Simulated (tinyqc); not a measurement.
CMOS latch-up, two-transistor model: two steps of the calculation.

A parasitic pnp (emitter at Vdd, base shunted by Rw) and npn (emitter at ground, base shunted by Rs) feed each other: the npn collector current flows out of the pnp base node, the pnp collector current into the npn base node. Forward-active transistors with constant gains: Icn = Isn exp(Vn/Vt), Icp = Isp (exp(Vp/Vt) - 1). A current Ii is injected into the npn base node.

Parameters, values chosen for the exercise; values close to those of bulk CMOS: temperature T = 300 K; current gain of the npn bn = 5.7; current gain of the pnp bp = 4.3; saturation current of the npn at T Isn = 3.2e-15 A; saturation current of the pnp at T Isp = 8.2e-15 A; substrate resistance shunting the npn Rs = 190 ohm; well resistance shunting the pnp Rw = 710 ohm; resistance from the pnp collector to the npn base R2 = 350 ohm; base-emitter voltage in the on state Von = 0.71 V; saturation voltage Vsat = 0.19 V; supply voltage Vdd = 1.2 V; current injected into the substrate Ii = 3.12 mA.

Constants: q = 1.602176634e-19 C, kB = 1.380649e-23 J/K, Vt = kB T/q. Results are converted to the units shown.

Question 1. Holding current and voltage. On state with both base-emitter voltages at Von: npn base current Ib = (Von/Rs + bp Von/Rw)/(bn bp - 1), holding current Ih = (bn + 1) Ib + Von/Rs, holding voltage Vh = Vsat + Von + R2 (Ib + Von/Rs).

Wanted: bn bp; Ib; Ih; Vh.

Answer 1.

bn bp = 24.51
Ib = 0.3418 mA
Ih = 6.027 mA
Vh = 2.328 V

Vh is above Vdd = 1.2 V, so the supply cannot sustain a latched state.

Question 2. The off branch. Node equations: Vp/Rw + Icp/bp = Icn and Vn/Rs + Icn/bn = Icp + Ii. Loop gain G = gn gp/[(1/Rw + gp/bp)(1/Rs + gn/bn)], gn = Icn/Vt, gp = (Icp + Isp)/Vt; the off state ends where G = 1, and Ii there is the trigger current. For each Vn: Icn, then Vp from the first equation, then Ii from the second.

Vn, point 0 to 7 (V): 0.478  0.558  0.608  0.638  0.658  0.678  0.693  0.708

Give: Icn; Vp; Icp; Ii; G.

Answer 2.

```
point	Icn (mA)	Vp (V)	Icp (mA)	Ii (mA)	G
0	3.4292e-4	2.4348e-4	7.7593e-14	2.5158	5.7271e-13
1	0.0075707	0.0053752	1.8952e-12	2.9382	1.5278e-11
2	0.052372	0.037184	2.6353e-11	3.2092	3.4216e-10
3	0.16714	0.11867	7.9971e-10	3.3872	2.2424e-8
4	0.36230	0.25723	1.7182e-7	3.5267	8.5645e-6
5	0.78532	0.55475	0.017111	3.6891	1.2149
6	1.4029	0.67696	1.9327	1.9608	14.601
7	2.5063	0.70826	6.4875	-2.3214	18.277
```

Ii peaks at 3.689 mA, at Vn = 0.6777 V where G = 1; beyond it the loop feeds itself.

Computed by the program tinyqc: `OMP_NUM_THREADS=1 python tinyqc.py 2670024 2670025 out.jsonl`, one thread of a shared Intel Xeon 2.30GHz, about 0.04 s for the whole run.
